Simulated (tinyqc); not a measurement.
Inside a calculation. Method: Hueckel theory of the pi electrons, for the molecule Bc1cccc([CH2])c1C=O (SMILES; centres numbered as the heavy atoms are written). Computed by tinyqc, a small Python program that keeps every step. Settings: charge = 0. Command: `OMP_NUM_THREADS=1 python tinyqc.py 25295 25296 out.jsonl` (the two numbers bound the seeds that draw the settings). One thread of a shared host (Intel(R) Xeon(R) Processor @ 2.60GHz), about 0.01 s of CPU time with the checks.

## The Hueckel matrix

Centres:
```
centre  z_r, pi electrons of the neutral centre        h
1B                                            0  -1.0000
2C                                            1   0.0000
3C                                            1   0.0000
4C                                            1   0.0000
5C                                            1   0.0000
6C                                            1   0.0000
7C                                            1   0.0000
8C                                            1   0.0000
9C                                            1   0.0000
10O                                           1   1.0000
```

Bonds:
```
i   j       k
1   2  0.7000
2   3       1
3   4       1
4   5       1
5   6       1
6   7       1
6   8       1
8   9       1
9  10       1
8   2       1
```

H_rr = alpha + h_r beta, H_rs = k_rs beta for bonded centres.

Hueckel matrix in units of beta (H = alpha + beta A):
```
          1B      2C      3C      4C      5C      6C      7C      8C
1B   -1.0000  0.7000  0.0000  0.0000  0.0000  0.0000  0.0000  0.0000
2C    0.7000  0.0000  1.0000  0.0000  0.0000  0.0000  0.0000  1.0000
3C    0.0000  1.0000  0.0000  1.0000  0.0000  0.0000  0.0000  0.0000
4C    0.0000  0.0000  1.0000  0.0000  1.0000  0.0000  0.0000  0.0000
5C    0.0000  0.0000  0.0000  1.0000  0.0000  1.0000  0.0000  0.0000
6C    0.0000  0.0000  0.0000  0.0000  1.0000  0.0000  1.0000  1.0000
7C    0.0000  0.0000  0.0000  0.0000  0.0000  1.0000  0.0000  0.0000
8C    0.0000  1.0000  0.0000  0.0000  0.0000  1.0000  0.0000  0.0000
9C    0.0000  0.0000  0.0000  0.0000  0.0000  0.0000  0.0000  1.0000
10O   0.0000  0.0000  0.0000  0.0000  0.0000  0.0000  0.0000  0.0000

         9C     10O
1B   0.0000  0.0000
2C   0.0000  0.0000
3C   0.0000  0.0000
4C   0.0000  0.0000
5C   0.0000  0.0000
6C   0.0000  0.0000
7C   0.0000  0.0000
8C   1.0000  0.0000
9C   0.0000  1.0000
10O  1.0000  1.0000
```

## Orbitals

pi electrons, sum of z_r less the charge = 9

Diagonalise; E = alpha + x beta with beta < 0, so the largest x are filled first; degenerate levels share their electrons. P = sum n_i c_ri c_si; each orbital has its largest coefficient positive (the first on a tie).

x values: [2.2739, 1.6868, 1.2910, 1.0430, 0.1203, -0.3826, -0.9210, -1.3464, -1.4952, -2.2698]

occupations: [2.0000, 2.0000, 2.0000, 2.0000, 1.0000, 0.0000, 0.0000, 0.0000, 0.0000, 0.0000]

coefficients:
```
        MO1      MO2      MO3      MO4      MO5      MO6      MO7      MO8
1B   0.0765  -0.0260   0.1335  -0.1342   0.0970  -0.4183   0.5991   0.0309
2C   0.3577  -0.0999   0.4371  -0.3916   0.1552  -0.3689   0.0676  -0.0153
3C   0.2669  -0.2567   0.5137   0.1094   0.3008   0.2897  -0.3174  -0.4039
4C   0.2491  -0.3331   0.2261   0.5057  -0.1191   0.2581   0.2248   0.5592
5C   0.2996  -0.3052  -0.2218   0.4180  -0.3151  -0.3885   0.1104  -0.3490
6C   0.4322  -0.1817  -0.5124  -0.0697   0.0812  -0.1095  -0.3265  -0.0893
7C   0.1901  -0.1077  -0.3969  -0.0668   0.6750   0.2861   0.3545   0.0663
8C   0.4930   0.1064  -0.0429  -0.4239  -0.3501   0.1442  -0.1642   0.4029
9C   0.3311   0.4611   0.0200   0.0191  -0.2785   0.4232   0.4101  -0.4378
10O  0.2599   0.6714   0.0687   0.4438   0.3166  -0.3061  -0.2135   0.1866

         MO9     MO10
1B    0.6009   0.2286
2C   -0.4251  -0.4148
3C    0.2411   0.3010
4C    0.0646  -0.2684
5C   -0.3377   0.3082
6C    0.4403  -0.4311
7C   -0.2945   0.1899
8C   -0.0262   0.4804
9C    0.0239  -0.2446
10O  -0.0096   0.0748
```

charge and bond-order matrix P:
```
          1B       2C       3C       4C       5C       6C       7C       8C
1B    0.0941   0.2968   0.1912  -0.0314  -0.1402  -0.0347   0.0121   0.1382
2C    0.2968   0.9886   0.6522   0.0280  -0.2948  -0.0353  -0.0323   0.5716
3C    0.1912   0.6522   0.9164   0.6111   0.0855  -0.1932  -0.0625  -0.0336
4C   -0.0314   0.0280   0.6111   0.9738   0.7126   0.0246  -0.1609  -0.2316
5C   -0.1402  -0.2948   0.0855   0.7126   0.9130   0.5133   0.0871   0.0054
6C   -0.0347  -0.0353  -0.1932   0.0246   0.5133   0.9809   0.6742   0.4620
7C    0.0121  -0.0323  -0.0625  -0.1609   0.0871   0.6742   0.8750   0.0188
8C    0.1382   0.5716  -0.0336  -0.2316   0.0054   0.4620   0.0188   0.9943
9C   -0.0001   0.1041  -0.1191  -0.0807   0.0118   0.0729  -0.1799   0.5042
10O  -0.0652  -0.1865   0.0569   0.1244  -0.0133  -0.1258   0.0540  -0.0937

          9C      10O
1B   -0.0001  -0.0652
2C    0.1041  -0.1865
3C   -0.1191   0.0569
4C   -0.0807   0.1244
5C    0.0118  -0.0133
6C    0.0729  -0.1258
7C   -0.1799   0.0540
8C    0.5042  -0.0937
9C    0.7236   0.7228
10O   0.7228   1.5402
```

## Energy, charges, bond orders

E = sum n x; q_r = z_r - P_rr; bond order p = P_rs; free valence = sqrt(3) - sum of p over the bonds of the atom.

pi energy = 9 alpha + this times beta = 12.7097

pi charges: 1B -0.0941, 2C 0.0114, 3C 0.0836, 4C 0.0262, 5C 0.0870, 6C 0.0191, 7C 0.1250, 8C 0.0057, 9C 0.2764, 10O -0.5402

Bond orders and lengths from R = 1.517 - 0.180 p (angstrom, C-C alone):
```
bond       p       R
1-2   0.2968       -
2-3   0.6522  1.3996
3-4   0.6111  1.4070
4-5   0.7126  1.3887
5-6   0.5133  1.4246
6-7   0.6742  1.3956
6-8   0.4620  1.4338
8-9   0.5042  1.4262
9-10  0.7228       -
8-2   0.5716  1.4141
```

free valence of the carbons: 2C 0.2115, 3C 0.4687, 4C 0.4084, 5C 0.5061, 6C 0.0825, 7C 1.0578, 8C 0.1943, 9C 0.5050

gap between the highest filled and the next level = 0.5028 |beta|
